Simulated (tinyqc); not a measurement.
Worked calculation: RHF in the 6-31g basis, for H2, spin multiplicity 1. One step of it, computed by the program tinyqc.

Question. Iteration 3: building the Fock matrix. J_ij = sum D_kl (ij|kl), K_ij = sum D_kl (ik|jl); F = H + J - 0.5 K; E = tr D H + tr D J / 2 - 0.25 tr D K + E_nn.

D after iteration 2, lower triangle:
```
          1H 1s     1H 2s     2H 1s     2H 2s
1H 1s  0.141034
1H 2s  0.191813  0.260875
2H 1s  0.141034  0.191813  0.141034
2H 2s  0.191813  0.260875  0.191813  0.260875
```

core Hamiltonian H = T + V (hartree), lower triangle:
```
           1H 1s      1H 2s      2H 1s      2H 2s
1H 1s  -0.726894
1H 2s  -0.789750  -0.827554
2H 1s  -0.346829  -0.506451  -0.726894
2H 2s  -0.506451  -0.664722  -0.789750  -0.827554
```

Two-electron integrals (ij|kl) in chemists' order, unique and non-zero (hartree):
```
(11|11) 1.076566   (21|11) 0.578470   (21|21) 0.329423   (22|11) 0.587396
(22|21) 0.361304   (22|22) 0.453150   (31|11) 0.138775   (31|21) 0.081876
(31|22) 0.094461   (31|31) 0.029902   (32|11) 0.194951   (32|21) 0.122798
(32|22) 0.159958   (32|31) 0.049727   (32|32) 0.098957   (33|11) 0.465588
(33|21) 0.301430   (33|22) 0.414389   (33|31) 0.138775   (33|32) 0.308047
(33|33) 1.076566   (41|11) 0.308047   (41|21) 0.176809   (41|22) 0.196351
(41|31) 0.049727   (41|32) 0.076924   (41|33) 0.194951   (41|41) 0.098957
(42|11) 0.369191   (42|21) 0.229827   (42|22) 0.296183   (42|31) 0.071897
(42|32) 0.132950   (42|33) 0.369191   (42|41) 0.132950   (42|42) 0.218048
(43|11) 0.301430   (43|21) 0.193742   (43|22) 0.264721   (43|31) 0.081876
(43|32) 0.176809   (43|33) 0.578470   (43|41) 0.122798   (43|42) 0.229827
(43|43) 0.329423   (44|11) 0.414389   (44|21) 0.264721   (44|22) 0.363216
(44|31) 0.094461   (44|32) 0.196351   (44|33) 0.587396   (44|41) 0.159958
(44|42) 0.296183   (44|43) 0.361304   (44|44) 0.453150
```

nuclear repulsion = 0.46954500 hartree

Give: Coulomb J; exchange K; Fock matrix F; total energy of this density.

Answer.

Coulomb J (hartree), lower triangle:
```
        1H 1s   1H 2s   2H 1s   2H 2s
1H 1s  1.2411
1H 2s  0.7461  0.9123
2H 1s  0.2353  0.4297  1.2411
2H 2s  0.4297  0.6711  0.7461  0.9123
```

exchange K (hartree), lower triangle:
```
        1H 1s   1H 2s   2H 1s   2H 2s
1H 1s  0.7898
1H 2s  0.7186  0.7638
2H 1s  0.4846  0.6058  0.7898
2H 2s  0.6058  0.7103  0.7186  0.7638
```

Fock matrix F (hartree), lower triangle:
```
         1H 1s    1H 2s    2H 1s    2H 2s
1H 1s   0.1193
1H 2s  -0.4030  -0.2972
2H 1s  -0.3538  -0.3796   0.1193
2H 2s  -0.3796  -0.3488  -0.4030  -0.2972
```

total energy of this density = -1.070257 hartree
